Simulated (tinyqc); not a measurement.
# Thin film between two gates, subbands and threshold shift from confinement: two studies

Undoped body with a flat potential across it, hard walls, transport along x. One isotropic valley (g = 1, mx = my = mz = me). Non-parabolicity enters the subband edges through E (1 + al E) = gamma, so E = 2 gamma/(1 + sqrt(1 + 4 al gamma)); motion within a subband is taken as parabolic with the band-edge mass. Energies are counted from the bulk band edge.

Values chosen for this exercise; masses close to those of In0.53Ga0.47As:
```
symbol,value,unit,meaning
T,300,K,temperature
me,0.0418,m0,mass at the band edge
al,1.1,1/eV,non-parabolicity
t,8,nm,film thickness (along z)
dl,0,nm,widening of the box by penetration into the insulator
Cg,2.4,uF/cm^2,gate capacitance per area of interface
```

Constants: q = 1.602176634e-19 C, kB = 1.380649e-23 J/K, hbar = 1.054571817e-34 J s, m0 = 9.1093837015e-31 kg, Vt = kB T/q, hbar^2/(2 m0) = 0.0380998212 eV nm^2. Results are converted to the units shown.

Each table varies one quantity; the others keep the values above.

## Confinement against the film thickness

gamma = C (pi k/(t + dl))^2/mz, C = hbar^2/(2 m0). Each subband has N_k = g sqrt(mx my) m0 kB T/(pi hbar^2); without degeneracy n = exp(EF/Vt) sum N_k exp(-E_k/Vt). Classical value Nc times t, Nc = sum over valleys of 2 g (m m0 kB T/(2 pi hbar^2))^1.5 with m = (mx my mz)^(1/3). Threshold shift dVT = Vt ln(classical value/sum N_k exp(-E_k/Vt)). With degeneracy n = sum N_k F((EF - E_k)/Vt), F(x) = ln(1 + exp(x)); gate: Vg = EF + q n/(Cg P), P = 2 (both faces), summed over the 60 lowest subbands at most, with Vg counted from the value that would put EF at the bulk band edge of an empty body. The last two columns are for Vg = 0.7 V; sensitivity d(dVT)/dt by central differences between 0.99 and 1.01 times the value.

Result of one run:
```
t (nm)	E_1 (meV)	gap to the next edge (meV)	dVT (mV)	sensitivity (mV/nm)	n/P (cm^-2)	share of the lowest subband (%)
16	33.88	89.85	25.99	-2.770	5.393e12	49.54
```

What becomes of these results when the film thickness (along z) t is changed from 16 to 3 nm, all else the same?

Result of the changed run:
```
t (nm)	E_1 (meV)	gap to the next edge (meV)	dVT (mV)	sensitivity (mV/nm)	n/P (cm^-2)	share of the lowest subband (%)
3	601.5	903.9	551.2	-278.2	5.558e11	100.0
```

The whole series:
```
t (nm)	E_1 (meV)	gap to the next edge (meV)	dVT (mV)	sensitivity (mV/nm)	n/P (cm^-2)	share of the lowest subband (%)
3	601.5	903.9	551.2	-278.2	5.558e11	100.0
3.8	424.6	693.1	380.4	-162.7	1.519e12	100.0
4.8	294.8	525.9	256.6	-93.31	2.235e12	100.0
6.1	198.4	389.0	166.4	-50.95	2.775e12	99.53
7.7	132.4	283.9	106.4	-27.17	3.444e12	85.59
9.8	85.61	199.6	65.83	-13.46	4.151e12	70.94
12	58.68	145.4	44.06	-7.139	4.651e12	62.10
16	33.88	89.85	25.99	-2.770	5.393e12	49.54
20	21.96	60.52	18.19	-1.369	5.916e12	41.78
```

As t grows from 3 to 20 nm, E_1 falls from 602 to 22.0 meV and dVT falls from 551 to 18.2 mV. E_1 goes as t^(-1.47) at the thin end (-2 for a parabolic band without penetration); a thickness error of 0.2 nm moves the threshold by 56 mV in the first row and 0.27 mV in the last. The charge per interface area rises from 5.56e11 to 5.92e12 cm^-2. For t = 4.8, 6.1, 7.7, 9.8, 12, 16, 20 the charge in the last two columns would bend the potential across the body by some 30 mV or more, which is left out.

## Charge and subband filling against gate voltage

Same model as above.

Each subband has N_k = g sqrt(mx my) m0 kB T/(pi hbar^2). Cq = q dn/dEF.

Results:
```
Vg (V)	EF - E_1 (eV)	n (cm^-2)	n/P (cm^-2)	share of the lowest subband (%)	Cq/(Cg P)	total C/(Cg P)
-0.03	-0.1538	1.177e9	5.887e8	100.0	0.001518	0.001516
0.1	-0.02810	1.312e11	6.559e10	100.0	0.1470	0.1281
0.22	0.05993	1.089e12	5.445e11	99.99	0.5308	0.3467
0.47	0.2175	3.857e12	1.928e12	98.50	0.6529	0.3950
0.59	0.2847	5.441e12	2.721e12	91.35	0.9602	0.4899
0.72	0.3474	7.457e12	3.728e12	81.34	1.139	0.5325
0.84	0.4031	9.383e12	4.692e12	75.01	1.163	0.5377
0.97	0.4631	1.148e13	5.740e12	70.43	1.170	0.5392
```

Estimate the missing row, Vg = 0.34 V.

Computed row:
```
Vg (V)	EF - E_1 (eV)	n (cm^-2)	n/P (cm^-2)	share of the lowest subband (%)	Cq/(Cg P)	total C/(Cg P)
0.34	0.1365	2.389e12	1.195e12	99.89	0.5833	0.3684
```

With this row back in the table: EF passes E_1 = 0.124 eV at Vg = 0.134 V. The share of the lowest subband falls from 100 to 70.4 % and the total capacitance rises from 0.00152 to 0.539 of Cg P. Between the last two rows 46 % of the added gate voltage goes into raising EF. For Vg = 0.34, 0.47, 0.59, 0.72, 0.84, 0.97 the charge would bend the potential across the body by some 30 mV or more, which is left out.

Range of the model: Non-parabolicity also makes carriers heavier within each subband, which is left out, so densities of states are understated at high energy.

tinyqc, about 0.03 s, one thread, Intel Xeon 2.30GHz (shared host): `OMP_NUM_THREADS=1 python tinyqc.py 2350159 2350160 out.jsonl`
